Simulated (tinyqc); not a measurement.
Comparisons within one model: optical transitions of a finite quantum well. A value that a table varies takes the place of the one given here.

Each carrier sees a square well of width L with its own depth V and masses m (inside), mb (outside); c = hbar^2/2m0, k = sqrt(m E/c), kappa = sqrt(mb (V - E)/c), and level n solves k L + 2 atan[(k/m)/(kappa/mb)] = n pi. The envelope is cos(kz) for odd n and sin(kz) for even n inside, joins exp(-kappa (|z| - L/2)) outside, and is normalised to 1. Excitons and band mixing are left out.

Constants: hbar^2/2m0 = 3.80998211 eV angstrom^2; e^2/(4 pi eps0) = 14.39964547 eV angstrom; hc = 1239.841984 eV nm.

Values chosen for the exercise (near those of a GaAs well in AlGaAs; the results hold for these values, not for the real material):

| symbol | value | unit | meaning |
|---|---|---|---|
| L | 81 | angstrom | well width |
| Vc | 0.243 | eV | conduction offset |
| me | 0.0686 | m0 | electron, well |
| meb | 0.0919 | m0 | electron, barrier |
| eps | 11.5 |  | background dielectric constant |
| Nss | (0.089, 0.22, 0.45, 0.89, 1.3, 1.8, 2.7) | x 1e12/cm^2 | sheet densities |
| Eg | 1.521 | eV | gap of the well |
| Vv | 0.138 | eV | valence offset |
| mh | 0.343 | m0 | heavy hole along z, well |
| mhb | 0.381 | m0 | heavy hole, barrier |
| ml | 0.0895 | m0 | light hole along z, well |
| mlb | 0.1106 | m0 | light hole, barrier |
| Ls | (24, 44, 52, 63, 88, 111, 167) | angstrom | widths |

## Depolarisation shift

The collective line lies at E12 sqrt(1 + a), a = 8 pi q (n1 - n2) S/(eps E12), q = e^2/(4 pi eps0), S = integral over z of (integral up to z of psi_1 psi_2)^2. Zero temperature with the mass me in both subbands: n1 - n2 = Ns until Ns reaches D E12, D = me/(2 pi c), and D E12 beyond. 1e12/cm^2 = 1e-4/angstrom^2; exchange and the static band bending by the charge are left out.

Line position:

| Ns (1e12/cm^2) | n1 - n2 | a | line (meV) | shift (meV) |
|---|---|---|---|---|
| 0.089 | 0.089 | 0.0157 | 116.19 | 0.90 |
| 0.22 | 0.220 | 0.0389 | 117.50 | 2.22 |
| 0.45 | 0.450 | 0.0795 | 119.78 | 4.49 |
| 0.89 | 0.890 | 0.1572 | 124.02 | 8.73 |
| 1.3 | 1.300 | 0.2297 | 127.84 | 12.55 |
| 1.8 | 1.800 | 0.3180 | 132.35 | 17.07 |
| 2.7 | 2.700 | 0.4770 | 140.11 | 24.82 |

S = 6.472 angstrom
E12 = 115.29 meV

The upward shift grows from 0.90 to 24.82 meV, 21.5 % of E12 at most. For small a the shift is a E12/2, linear in Ns; in the last row that rule gives 27.49 meV. S/L = 0.0799, against 5/(9 pi^2) = 0.0563 for hard walls.

## Width of the well

Edge wavelength hc/(Eg + e1 + hh1), squared e1-hh1 overlap, lh1 - hh1, and the 1-2 intersubband energy with f_12 = (m1/c) E12 z_12^2, 1/m1 = <1|1/m|1> (dash: e2 unbound).

Results:

| L (angstrom) | edge (nm) | overlap^2 | lh1 - hh1 (meV) | E12 (meV) | f_12 |
|---|---|---|---|---|---|
| 24 | 719.6 | 0.9273 | 36.7 | - | - |
| 44 | 758.8 | 0.9608 | 30.8 | - | - |
| 52 | 768.3 | 0.9677 | 27.4 | 166.4 | 0.663 |
| 63 | 778.0 | 0.9744 | 23.2 | 149.9 | 0.952 |
| 88 | 791.4 | 0.9835 | 16.2 | 103.9 | 0.983 |
| 111 | 798.3 | 0.9881 | 12.1 | 75.5 | 0.976 |
| 167 | 806.4 | 0.9936 | 6.7 | 40.0 | 0.966 |

The edge tunes from 720 to 806 nm, towards hc/Eg = 815 nm, while the overlap goes from 0.927 to 0.994. e2 binds at L = pi sqrt(c/(me Vc)) = 47.5 angstrom; f_12 starts from zero there and is 0.663 at 52 angstrom, the rest going to the continuum; among the widths listed it peaks at 0.983 (88 angstrom) and is 0.966 in the widest well, against 0.961 for hard walls.

## What each parameter does

Edge wavelength hc/(Eg + e1 + hh1), squared overlap of e1 and hh1, and the confinement energies. Each row changes one parameter from the base and keeps the others.

Results:

| case | edge (nm) | overlap^2 | e1 (meV) | hh1 (meV) |
|---|---|---|---|---|
| base | 788.5 | 0.9815 | 40.5 | 10.9 |
| L = 73 angstrom | 784.5 | 0.9788 | 46.6 | 12.9 |
| Eg = 1.551 eV | 773.7 | 0.9815 | 40.5 | 10.9 |
| Vc = 0.207 eV | 789.5 | 0.9744 | 38.5 | 10.9 |
| Vv = 0.11 eV | 788.7 | 0.9876 | 40.5 | 10.4 |
| me = 0.0755 m0 | 789.3 | 0.9855 | 38.8 | 10.9 |
| mh = 0.394 m0 | 789.0 | 0.9765 | 40.5 | 10.0 |
| meb = 0.1103 m0 | 789.5 | 0.9808 | 38.6 | 10.9 |

The largest shifts from the base row, up to three for each result and ties (the steps differ in size, so this ranks the rows, not the parameters). edge (nm): Eg -14.8, L -4.0, Vc +1.0, meb +1.0. overlap^2: Vc -0.0072, Vv +0.0060, mh -0.0051; unchanged at the printed digits by Eg. e1 (meV): L +6.1, Vc -2.0, meb -1.9; unchanged at the printed digits by Eg, Vv and mh. hh1 (meV): L +2.0, mh -0.9, Vv -0.5; unchanged at the printed digits by Eg, Vc, me and meb.

Program tinyqc; command `OMP_NUM_THREADS=1 python tinyqc.py 1281672 1281673 out.jsonl`; about 0.1 s on one thread of a shared Intel(R) Xeon(R) Processor @ 2.30GHz.
